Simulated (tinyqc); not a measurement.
Length of a molecular wire: coherent transport through a tight-binding bridge. Computed by the program tinyqc. 

A uniform bridge between two chains:
```
parameter                        value
site energy (eV)              1.460000
hopping in the bridge (eV)    1.090000
lead hopping (eV)             1.520000
couplings (eV)              0.42, 0.62
E (eV)                       -0.100000
```

T = Gamma_L Gamma_R |G_1n|^2 with the self-energies of semi-infinite chains.

Transmission against length:
```
sites           T     ln T
2      7.9066e-02  -2.5375
3      7.9202e-01  -0.2332
4      1.0357e-01  -2.2675
5      4.6630e-02  -3.0655
6      7.3406e-02  -2.6117
7      6.8762e-01  -0.3745
8      1.1509e-01  -2.1621
9      4.7154e-02  -3.0543
10     6.8601e-02  -2.6795
```

E lies inside the band of the bridge (|E - e|/2h = 0.716 < 1): T does not decay but oscillates with length, between 0.047 and 0.792 here, as levels of the bridge pass E.
